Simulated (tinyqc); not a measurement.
# Worked calculation: frequency dispersion of an accumulation capacitance by border traps, distributed model

tinyqc, about 0.4 s, one thread, Intel Xeon 2.30GHz (shared host): `OMP_NUM_THREADS=1 python tinyqc.py 2202222 2202223 out.jsonl` Printed values are rounded.

Traps spread evenly through the insulator exchange electrons with the semiconductor by tunnelling, with tau(x) = t0 exp(2 ka x) at depth x from the interface. The admittance per area Y seen at depth x obeys dY/dx = -Y^2/(i w eps0 eox) + q Nb ln(1 + i w tau)/tau, with Y(0) = i w Cs and w = 2 pi f; the gate sees Y(tox) = G + i w C. Working variable y = Y/(i w), in uF/cm^2. Cox = eps0 eox/tox.

Parameters, values chosen for the exercise; permittivity close to that of silicon dioxide: relative permittivity of the insulator eox = 3.78; insulator thickness tox = 3.8 nm; semiconductor capacitance in accumulation Cs = 3.4 uF/cm^2; density of border traps Nb = 3.3e18 cm^-3 eV^-1; decay constant of the wave function in the insulator ka = 6 1/nm; time constant of a trap at the interface t0 = 4e-11 s; frequency f = 1000 Hz; depth down to which the steps are taken xe = 1.7 nm.

Constants: q = 1.602176634e-19 C, eps0 = 8.8541878128e-14 F/cm where lengths are in cm. Results are converted to the units shown.

## Scales and lumped estimate

Cox; trap-free value 1/(1/Cox + 1/Cs); response depth d = ln(1/(w t0))/(2 ka), where w tau = 1; lumped estimate: all traps within d act as C_bt = q Nb d placed at d/2, so C = 1/{1/[1/(1/Cs + d/(2 eps0 eox)) + C_bt] + (tox - d/2)/(eps0 eox)}.

Cox = 0.8807587 uF/cm^2
trap-free C = 0.6995441 uF/cm^2
d = 1.266376 nm
C_bt = 0.06695560 uF/cm^2
lumped C = 0.7070371 uF/cm^2

The traps within reach amount to 0.0197 Cs and lie in the first 33.3 % of the insulator.

## Midpoint steps through the active depth

In terms of y: dy/dx = -y^2/(eps0 eox) + s(x), s = q Nb ln(1 + z)/z, z = i w tau. 11 midpoint steps of h = xe/11: y_half = y + (h/2) y'(x, y), y(new) = y + h y'(x + h/2, y_half).

```
point     x (nm)        s (uF/(cm^2 nm))         y (uF/cm^2)
0              0  0.05287183-0.00000001i  3.400000+0.000000i
1      0.1545455  0.05287183-0.00000004i  2.953710+0.000000i
2      0.3090909  0.05287183-0.00000027i  2.611057+0.000000i
3      0.4636364  0.05287183-0.00000173i  2.340303+0.000000i
4      0.6181818  0.05287183-0.00001107i  2.121324-0.000001i
5      0.7727273  0.05287170-0.00007072i  1.940796-0.000005i
6      0.9272727  0.05286668-0.00045174i  1.789575-0.000031i
7       1.081818  0.05266321-0.00286939i  1.661178-0.000197i
8       1.236364  0.04616572-0.01502607i  1.550714-0.001224i
9       1.390909  0.01601661-0.01802027i  1.451878-0.004180i
10      1.545455  0.00285167-0.00621991i  1.361874-0.005253i
11           1.7  0.00045496-0.00151242i  1.281683-0.005081i
```

## Capacitance and conductance at the gate

y at xe = 1.281683-0.005081i uF/cm^2

Beyond xe the traps are ignored, so 1/y(tox) = 1/y(xe) + (tox - xe)/(eps0 eox); C = Re y, G/w = -Im y, loss tangent G/(w C).

y at the gate = 0.7103949-0.0015608i uF/cm^2
C = 0.7103949 uF/cm^2
G/w = 0.001560796 uF/cm^2
loss tangent = 0.002197082

A fine integration over the whole insulator gives C = 0.70851 and G/w = 0.001611 uF/cm^2; the coarse G/w is 3.1 % below that. The fine C is 1.3 % above the trap-free value, and the lumped estimate is 0.21 % below the fine result.
